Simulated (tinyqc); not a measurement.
Abrupt p-n junction, non-linear Poisson equation by Newton steps: one step of the calculation.

One dimension, p side on the left, n side on the right; net doping C = -Na for x < 0 and +Nd for x > 0. The potential psi is counted from the intrinsic level, and the quasi-Fermi potentials are flat: 0 for holes and -V for electrons, so n = ni exp((psi + V)/Vt) and p = ni exp(-psi/Vt) (Boltzmann statistics, full ionisation, no current). Under reverse bias this makes the minority densities vanishingly small everywhere; they play no part in the charge.

Question. Converged densities, field and charge. n and p as above; field E_i = -(psi_(i+1) - psi_i)/h_i on each interval; charge on either side of the peak Q = eps0 eps_r |E|max (Gauss).

Parameters, values chosen for the exercise; band and dielectric values close to those of silicon:
```
symbol  value  unit                                meaning
T         300     K                            temperature
eps_r    11.9                        relative permittivity
V        -2.5     V  bias of the p side against the n side
```

Constants: q = 1.602176634e-19 C, kB = 1.380649e-23 J/K, Vt = kB T/q, eps0 = 8.8541878128e-14 F/cm where lengths are in cm. Results are converted to the units shown.

```
node	x (nm)	converged psi (V)	net doping C (cm^-3)
0	-1020	-0.3761341	-1.5e16
1	-495	-0.3633039	-1.5e16
2	-234	0.5583612	-1.5e16
3	-105	1.5876569	-1.5e16
4	-40.1	2.2490117	-1.5e16
5	-8	2.6116326	-1.5e16
6	8	2.8011555	2.2e17
7	27.5	2.9167809	2.2e17
8	51.1	2.9424671	2.2e17
9	79.9	2.9453353	2.2e17
10	115	2.9455616	2.2e17
```

ni = 7.1997399e9 cm^-3

Find: n; p; field E; peak |E|; charge Q.

Answer.

```
node	n (cm^-3)	p (cm^-3)
0	3.4705e-39	1.5000e16
1	5.7007e-39	9.1317e15
2	1.7347e-23	3.0010
3	3.3933e-6	1.5341e-17
4	4.3742e5	1.1901e-28
5	5.4033e11	9.6343e-35
6	8.2510e14	6.3092e-38
7	7.2265e16	7.2037e-40
8	1.9518e17	2.6671e-40
9	2.1808e17	2.3870e-40
10	2.2000e17	2.3662e-40
```

field E, interval 0 to 9 (kV/cm): -0.24  -35.31  -79.79  -101.90  -112.97  -118.45  -59.30  -10.88  -1.00  -0.06
peak |E| = 118.45 kV/cm
charge Q = 124.81 nC/cm^2

Program tinyqc, `OMP_NUM_THREADS=1 python tinyqc.py 2000172 2000173 out.jsonl`; Intel Xeon 2.30GHz, shared host, one thread, about 0.02 s.
